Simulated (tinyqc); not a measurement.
# Ellipsometry and reflectance of a transparent film on an absorbing substrate: what changes with what

Air (index 1), film, substrate with N2 = n2 - i k2; time factor exp(+i w t). q_j = sqrt(N_j^2 - sin^2 th), root with positive real part. Fresnel coefficients r_s = (q_a - q_b)/(q_a + q_b), r_p = (N_b^2 q_a - N_a^2 q_b)/(N_b^2 q_a + N_a^2 q_b). tan(Psi) exp(i Delta) = R_p/R_s, Delta taken from 0 to 360 degrees.

Values chosen for this exercise; indices close to those of silicon dioxide on silicon:

| symbol | value | unit | meaning |
|---|---|---|---|
| lam | 405 | nm | wavelength |
| th | 60 | degrees | angle of incidence |
| n1 | 1.463 |  | index of the transparent film |
| d | 34 | nm | film thickness |
| n2 | 5.42 |  | index of the substrate |
| k2 | 0.329 |  | extinction coefficient of the substrate |

Each table varies one quantity; the others keep the values above.

## Psi and Delta against the film thickness

beta = 2 pi d q1/lam, X = exp(-2 i beta), R = (r01 + r12 X)/(1 + r01 r12 X) for p and s. The last column is the derivative of Delta.

Results:
```
d (nm)  Psi (degrees)  Delta (degrees)  |R_p|^2  |R_s|^2  dDelta/dd (degrees/nm)
0               29.40            177.8   0.2186   0.6884                  -1.517
1               29.41            176.3   0.2187   0.6882                  -1.516
2               29.42            174.8   0.2188   0.6879                  -1.514
3               29.44            173.3   0.2190   0.6874                  -1.511
4               29.47            171.8   0.2193   0.6869                  -1.507
6               29.53            168.8   0.2199   0.6853                  -1.496
7               29.57            167.3   0.2203   0.6843                  -1.489
8               29.62            165.8   0.2208   0.6831                  -1.482
```

Estimate the missing row, d = 5 nm.

Computed row:
```
d (nm)  Psi (degrees)  Delta (degrees)  |R_p|^2  |R_s|^2  dDelta/dd (degrees/nm)
5               29.50            170.3   0.2196   0.6861                  -1.502
```

With this row back in the table: Delta falls from 177.84 to 165.80 degrees while Psi moves from 29.40 to 29.62: Delta changes 55.4 times as much as Psi. With the slope of the first row an error of 0.01 degree in Delta means 0.0066 nm.

## Effect of the index of the transparent film

Same model as above.

dDelta/dd is the derivative of Delta; period lam/(2 q1).

Result of one run:
```
n1    Psi (degrees)  Delta (degrees)  |R_p|^2  |R_s|^2  dDelta/dd (degrees/nm)  period (nm)
2.25         31.318           97.344  0.11656  0.31487                 -3.3542       97.513
```

What becomes of these results when the index of the transparent film n1 is changed from 2.25 to 2.65, all else the same?

Result of the changed run:
```
n1    Psi (degrees)  Delta (degrees)   |R_p|^2  |R_s|^2  dDelta/dd (degrees/nm)  period (nm)
2.65         22.686           63.573  0.038274  0.21902                 -9.2484       80.855
```

The whole series:
```
n1    Psi (degrees)  Delta (degrees)   |R_p|^2  |R_s|^2  dDelta/dd (degrees/nm)  period (nm)
1.25         31.704           146.23   0.24599  0.64472                -0.71763       224.65
1.45         32.724           133.11   0.24706  0.59837                -0.97568       174.12
1.65         33.108           123.88   0.22981  0.54046                 -1.2134       144.18
1.85         33.038           115.96   0.19920  0.47097                 -1.5515       123.87
2.05         32.532           107.67   0.15988  0.39296                 -2.1598       108.98
2.25         31.318           97.344   0.11656  0.31487                 -3.3542       97.513
2.45         28.532           83.100  0.074287  0.25132                 -5.6063       88.357
2.65         22.686           63.573  0.038274  0.21902                 -9.2484       80.855
```

Psi goes from 31.7 through a maximum of 33.1 (at n1 = 1.65 among the rows listed) to 22.7 degrees and |R_p|^2 goes from 0.246 through a maximum of 0.247 (at n1 = 1.45 among the rows listed) to 0.0383. The slope of Delta is largest in size, 9.25 degrees/nm, at n1 = 2.65 among the rows.

Program tinyqc, `OMP_NUM_THREADS=1 python tinyqc.py 2870213 2870214 out.jsonl`; Intel Xeon 2.30GHz, shared host, one thread, about 0.4 s.
